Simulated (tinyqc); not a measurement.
Global model of a low-pressure process discharge: electron temperature, density, ion flux and ion energy: one step, computed by the program tinyqc.

Maxwellian electrons with temperature T_e in eV, one positive ion, no negative ions, uniform bulk density n; rate constants have the Arrhenius form.

Question. Geometry factors. n_g = p/(k_B T_g); lambda_i = 1/(n_g sigma); h_L = 0.86/sqrt(3 + L/(2 lambda_i)), h_R = 0.8/sqrt(4 + R/lambda_i); A_eff = 2 pi R^2 h_L + 2 pi R L h_R; d_eff = pi R^2 L/A_eff.

Inputs (values chosen for the exercise, of the order of those of an inductive discharge in a simple atomic gas): ion-neutral cross section = 8.8e-19 m^2; pressure p = 0.69 Pa; gas temperature T_g = 500 K; radius R = 9.5 cm; height L = 20 cm.

Constants: k_B = 1.380649e-23 J/K.

Give: gas density n_g; ion mean free path; h_L; h_R; A_eff; d_eff.

Answer.

gas density n_g = 9.9953e+19 1/m^3

ion mean free path = 1.1369 cm

h_L = 0.25040

h_R = 0.22759

A_eff = 413.69 cm^2

d_eff = 13.707 cm
